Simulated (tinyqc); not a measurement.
# MOS structure on a p-type body with a surface-enhanced doping, non-linear Poisson equation by Newton steps: two studies

One dimension, insulator interface at x = 0, acceptor density Na + N0 exp(-x/Ls), net doping C = -(acceptor density). psi is counted from the intrinsic level: n = ni exp((psi - Vb)/Vt), p = ni exp(-psi/Vt); deep in the body psi_b = -Vt ln(Na/ni). The gate acts through Cox = eps0 eox/tox and has the potential psi_G = Vg - (phiM - chi - Vt ln(Nc/ni)). Boltzmann statistics, full ionisation, classical densities, no oxide or interface charge. Acceptors in real wide-gap material are deep and only partly ionised in the neutral body.

Values chosen for this exercise; band and dielectric values close to those of 4H silicon carbide:
```
symbol,value,unit,meaning
T,400,K,temperature
Eg,3.3,eV,band gap
eps_r,9.52,,relative permittivity
Nc,2.6e19,cm^-3,conduction-band density of states at T
Nv,3.79e19,cm^-3,valence-band density of states at T
chi,3.66,eV,electron affinity
Na,4e16,cm^-3,acceptor density deep in the body
eox,3.9,,relative permittivity of the gate insulator (close to silicon dioxide)
tox,5.1,nm,insulator thickness
phiM,4.01,eV,gate work function
Vb,0,V,electron quasi-Fermi potential against the body
N0,3.2e17,cm^-3,extra acceptor density at the surface
Ls,99,nm,decay length
```

Constants: q = 1.602176634e-19 C, kB = 1.380649e-23 J/K, Vt = kB T/q, eps0 = 8.8541878128e-14 F/cm where lengths are in cm. Results are converted to the units shown.

Each table varies one quantity; the others keep the values above.

## Charge and capacitance against gate voltage

ni = sqrt(Nc Nv) exp(-Eg/(2 Vt)), Eg in volts. The Poisson equation d/dx(eps0 eps_r dpsi/dx) = -q (p - n + C), with eps0 eps_r dpsi/dx = -Cox (psi_G - psi_0) at x = 0, is solved on a mesh of about 600 nodes or more. N_inv is the integral of n less its value deep in the body. C_LF = Cox (1 - dpsi_0/dVg) with all carriers following; C_HF is the same with the electron quasi-Fermi level shifting uniformly so that N_inv stays fixed. The centroid is that of the same excess.

Results:
```
Vg (V)  psi_0 - psi_b (V)  N_inv (cm^-2)  C_LF/Cox  C_HF/Cox  centroid (nm)
0.52                 2.59         2.00e6    0.0930    0.0930          0.681
0.68                 2.74         1.33e8    0.0906    0.0899          0.665
1                    2.99        1.86e11     0.569    0.0850          0.631
1.16                 3.04        6.52e11     0.805    0.0843          0.603
1.33                 3.06        1.25e12     0.880    0.0840          0.574
1.49                 3.08        1.86e12     0.911    0.0839          0.549
1.65                 3.09        2.48e12     0.929    0.0838          0.527
1.81                 3.10        3.11e12     0.941    0.0837          0.506
1.97                 3.11        3.74e12     0.949    0.0837          0.487
```

Estimate the missing row, Vg = 0.84 V.

Computed row:
```
Vg (V)  psi_0 - psi_b (V)  N_inv (cm^-2)  C_LF/Cox  C_HF/Cox  centroid (nm)
0.84                 2.88         8.48e9     0.133    0.0870          0.650
```

With this row back in the table: N_inv goes from 2.00e6 to 3.74e12 cm^-2 and passes 2e11 cm^-2 at Vg = 1.01 V. Below threshold it takes 88.6 mV a decade between Vg = 0.68 and 0.84 V, against Vt ln 10 = 79.4 mV. C_LF/Cox is lowest, 0.0906, at Vg = 0.68 V among the rows listed and ends at 0.949, while C_HF/Cox ends at 0.0837. Between the last two rows q dN_inv/dVg is 0.942 Cox. Where the classical centroid is under about 2 nm, confinement would move the charge away from the interface and raise the threshold. Above about 2e12 cm^-2 degeneracy matters too.

## Effect of the decay length on threshold, swing and body effect

VT is the Vg at which N_inv = 2e11 cm^-2. m = 1/(dpsi_0/dVg) at N_inv = 1e8 cm^-2; the swing is the Vg between N_inv = 1e8 and 1e9 cm^-2; body coefficient [VT(Vb + 0.05 V) - VT(Vb)]/0.05 V - 1.

Effect of the decay length on threshold, swing and body effect:
```
Ls (nm)  VT (V)  psi_0 - psi_b at VT (V)   m - 1  swing (mV/decade)  body coefficient
25        0.745                     2.98  0.0513               83.9            0.0517
36        0.813                     2.98  0.0562               84.3            0.0556
53        0.896                     2.99  0.0692               85.3            0.0669
78        0.971                     2.99  0.0889               86.9            0.0862
110        1.02                     2.99   0.104               88.2             0.102
170        1.06                     2.99   0.117               89.2             0.115
250        1.08                     3.00   0.124               89.8             0.122
```

What does the comparison show?

As Ls goes from 25 to 250, VT rises from 0.745 to 1.08 V, the swing rises from 83.9 to 89.8 mV/decade and the body coefficient rises from 0.0517 to 0.122. The swing stays within 0.68 % of m Vt ln 10, and the body coefficient within 0.0027 of m - 1.

tinyqc, about 0.5 s, one thread, Intel Xeon 2.30GHz (shared host): `OMP_NUM_THREADS=1 python tinyqc.py 2080032 2080033 out.jsonl`
